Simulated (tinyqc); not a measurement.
Trap density from two Hall measurements.

Inverse problem. p-type body, charge-sheet picture, full ionisation (an idealisation for deep acceptors), Boltzmann statistics for free electrons. e = Ec - EF at the surface. psi = Eg - Vt ln(Nv/Na) - e; N_dep = sqrt(2 eps0 eps_r Na (psi - Vt)/q); n_f = sqrt(N_dep^2 + 2 eps0 eps_r Vt Nc exp(-e/Vt)/q) - N_dep; Vg = Vfb + psi + q (N_dep + n_t + n_f)/Cox, Cox = eps0 eox/tox. Find e and n_t at both points and the mean trap density between them.

Inputs (values chosen for the exercise); band and dielectric values close to those of gallium nitride: temperature T = 475 K; band gap Eg = 3.45 eV; relative permittivity eps_r = 9.51; conduction-band density of states at T Nc = 4.56e18 cm^-3; valence-band density of states at T Nv = 9.03e19 cm^-3; relative permittivity of the insulator eox = 3.9; insulator thickness tox = 50 nm; acceptor density Na = 1.5e16 cm^-3; flat-band voltage without trapped charge Vfb = -3.07 V.

Constants: q = 1.602176634e-19 C, kB = 1.380649e-23 J/K, Vt = kB T/q, eps0 = 8.8541878128e-14 F/cm where lengths are in cm. Results are converted to the units shown.

Vg (V): [2.7033793, 4.1358497]
free sheet density from the Hall effect (cm^-2): [2.3032442e10, 1.4088835e11]

Answer. Each n_f fixes e; what the gate voltage holds beyond psi, N_dep and n_f is trapped; the difference quotient is the density, smeared over a few Vt.

e (eV): [0.1690, 0.09100]
n_t (cm^-2): [5.306e11, 9.875e11]
mean trap density = 5.858e12 cm^-2 eV^-1

Computed by the program tinyqc: `OMP_NUM_THREADS=1 python tinyqc.py 2222054 2222055 out.jsonl`, one thread of a shared Intel Xeon 2.30GHz, about 0.02 s for the whole run.
